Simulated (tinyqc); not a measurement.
Inside a calculation (part 2 of 2). Method: CCSD on RHF in the 6-31g basis, for H3+, spin multiplicity 1. Computed by tinyqc, a small Python program that keeps every step (integrals from PySCF). Command: `OMP_NUM_THREADS=1 python tinyqc.py 28006 28007 out.jsonl` (the two numbers bound the seeds that draw the settings). One thread of a shared host (Intel(R) Xeon(R) Processor @ 2.60GHz), about 0.3 s of CPU time with the checks.

Geometry (angstrom):

| atom | x | y | z |
|---|---|---|---|
| H | 0.00000 | 0.00000 | 0.00000 |
| H | 0.00000 | 0.00000 | 1.00300 |
| H | 0.00000 | 0.86900 | 0.50200 |

## CCSD: convergence

E_corr = 1/4 sum <ij||ab> t_ij^ab + 1/2 sum <ij||ab> t_i^a t_j^b; stop when the norm of the change is below 1e-8.

Course of the amplitude iterations:

| update | correlation energy (hartree) | norm of the change |
|---|---|---|
| 0 | -0.0240069 | - |
| 1 | -0.0302758 | 5.94e-02 |
| 2 | -0.0321061 | 1.92e-02 |
| 3 | -0.0326824 | 6.40e-03 |
| 4 | -0.0328705 | 2.15e-03 |
| 5 | -0.0329330 | 7.25e-04 |
| 6 | -0.0329538 | 2.45e-04 |
| 7 | -0.0329609 | 8.25e-05 |
| 8 | -0.0329632 | 2.79e-05 |
| 9 | -0.0329640 | 9.40e-06 |
| 10 | -0.0329643 | 3.17e-06 |
| 11 | -0.0329644 | 1.07e-06 |
| 12 | -0.0329644 | 3.61e-07 |
| 13 | -0.0329644 | 1.22e-07 |
| 14 | -0.0329644 | 4.11e-08 |
| 15 | -0.0329644 | 1.39e-08 |
| 16 | -0.0329644 | 4.69e-09 |

Converged amplitudes (spin orbitals 1a, 1b, ...; amplitudes related by a flip of all spins are not repeated):

| from | to | t |
|---|---|---|
| 1a 1b | 2a 2b | -0.07960 |
| 1a 1b | 3a 3b | -0.07953 |
| 1a 1b | 2a 5b | 0.03844 |
| 1a 1b | 3a 6b | 0.03843 |
| 1a 1b | 6a 6b | -0.02709 |
| 1a 1b | 5a 5b | -0.02708 |
| 1a 1b | 4a 4b | -0.02252 |
| 1a | 4a | 0.00892 |
| 1a 1b | 3a 4b | -2.47e-05 |
| 1a | 3a | -1.87e-05 |
| 1a 1b | 4a 6b | 1.34e-05 |
| 1a | 6a | 7.94e-06 |
| 1a 1b | 2a 4b | 4.58e-06 |
| 1a | 2a | 3.47e-06 |
| 1a 1b | 4a 5b | -2.48e-06 |
| 1a | 5a | -1.47e-06 |
| 1a 1b | 2a 6b | 4.47e-07 |
| 1a 1b | 3a 5b | -4.43e-07 |

CCSD total energy = -1.2894754 hartree

T1 diagnostic, norm of the one-spin t1 over sqrt(correlated electrons) = 0.00631

Converged in 16 updates.
